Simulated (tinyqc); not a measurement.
Length of a molecular wire: coherent transport through a tight-binding bridge. Computed by the program tinyqc. 

A uniform bridge between two chains:

| parameter | value |
|---|---|
| site energy (eV) | 1.790000 |
| hopping in the bridge (eV) | 0.500000 |
| lead hopping (eV) | 1.820000 |
| couplings (eV) | 1.08, 0.97 |
| E (eV) | -0.410000 |

T = Gamma_L Gamma_R |G_1n|^2 with the self-energies of semi-infinite chains.

Transmission against length:

| sites | T | ln T |
|---|---|---|
| 2 | 1.4952e-02 | -4.2029 |
| 3 | 8.6934e-04 | -7.0478 |
| 4 | 5.0262e-05 | -9.8983 |
| 5 | 2.9050e-06 | -12.7491 |
| 6 | 1.6790e-07 | -15.5999 |
| 7 | 9.7039e-09 | -18.4507 |
| 8 | 5.6084e-10 | -21.3016 |
| 9 | 3.2415e-11 | -24.1524 |
| 10 | 1.8734e-12 | -27.0032 |

E lies outside the band of the bridge (|E - e|/2h = 2.200 > 1), so T decays as exp(-beta n) with beta = 2 arccosh(2.200) = 2.8508 a site; the last two rows give 2.8508.
